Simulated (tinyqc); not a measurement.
# Random telegraph noise from one oxide trap in a small MOSFET: time constants and noise against gate voltage

An acceptor-like trap exchanges electrons with the channel. Inversion charge Q = Cox u, u = n Vt W0(exp((Vg - VT)/(n Vt))), W0 the Lambert function, n = nf, Cox = eps0 eox/tox; linear regime Id = (W/L) mu Q Vd. Relative to threshold the surface potential rises by Vt ln(u/u0) and the oxide voltage by the rest of Vg - VT, with u0 = n Vt W0(1).

N = Cox u/q; dpsi = Vt ln(u/u0); E = E0 - dpsi - (xt/tox)(Vg - VT - dpsi); capture time tc = 1/[(N/zi) vth s0 exp(-xt/lt - EB/Vt)]; emission time te = tc exp(-E/Vt); occupancy te/(tc + te). A = W L; threshold step dV = q (1 - xt/tox)/(Cox A); gm/Id = 1/(u + n Vt); relative step dI/I = (gm/Id) dV + asc mu/A. fc = (1/tc + 1/te)/(2 pi); rms = (dI/I) sqrt(tc te)/(tc + te).

Values chosen for this exercise; values of the order met in silicon transistors:
```
symbol,value,unit,meaning
T,300,K,temperature
eox,22.2,,relative permittivity of the gate insulator (close to hafnium oxide)
tox,11,nm,insulator thickness
xt,3.8,nm,depth of the trap from the channel interface
E0,0.14,eV,trap level above the channel Fermi level at threshold
s0,4e-17,cm^2,capture prefactor
EB,0.15,eV,capture barrier (lattice relaxation)
lt,0.15,nm,tunnelling decay length
vth,1.7e7,cm/s,thermal velocity
zi,2.9,nm,thickness of the inversion layer
VT,0.4,V,threshold voltage
nf,1.22,,body factor
W,26,nm,gate width
L,22,nm,gate length
mu,100,cm^2/(V s),mobility
asc,2.4e-16,V s,scattering coefficient of the charged trap
Vd,0.05,V,drain voltage
```

Constants: q = 1.602176634e-19 C, kB = 1.380649e-23 J/K, Vt = kB T/q, eps0 = 8.8541878128e-14 F/cm where lengths are in cm. Results are converted to the units shown.

Time constants and noise against gate voltage:
```
Vg (V),E (eV),tc (s),te (s),occupancy,dI/I (%),fc (Hz),rms dI/I (%)
0.44,0.11439,35425,424.27,0.011835,15.631,3.7962e-4,1.6904
0.5,0.081571,17337,739.00,0.040882,10.199,2.2455e-4,2.0196
0.56,0.052760,10752,1396.9,0.11498,7.2667,1.2873e-4,2.3181
0.62,0.026163,7600.6,2762.7,0.26658,5.5779,7.8549e-5,2.4664
0.68,8.9323e-4,5811.2,5613.9,0.49136,4.5164,5.5738e-5,2.2579
0.74,-0.023512,4676.0,11611,0.71289,3.7992,4.7745e-5,1.7188
0.8,-0.047317,3898.4,24309,0.86180,3.2867,4.7373e-5,1.1343
0.86,-0.070683,3335.4,51354,0.93901,2.9043,5.0817e-5,0.69502
0.92,-0.093717,2910.3,1.0923e5,0.97405,2.6090,5.6144e-5,0.41481
```

tc falls from 35400 to 2910 s as the channel fills and te rises from 424 to 1.09e5 s; they are equal at Vg = 0.682 V, where E = 0. The rms noise goes from 1.69 through a maximum of 2.47 (at Vg = 0.62 V among the rows listed) to 0.415 %. The slope -Vt d ln(tc/te)/dVg is 0.547 between the first two rows and 0.384 between the last two; it tends to xt/tox = 0.345 only when the surface potential stops moving. For Vg = 0.44 the step exceeds 15 %, where a linear one-charge estimate is rough.

Range of the model: VT is taken as given; short-channel effects and the uneven flow of current among few electrons are left out.

tinyqc, about 0.01 s, one thread, Intel Xeon 2.30GHz (shared host): `OMP_NUM_THREADS=1 python tinyqc.py 2710146 2710147 out.jsonl`
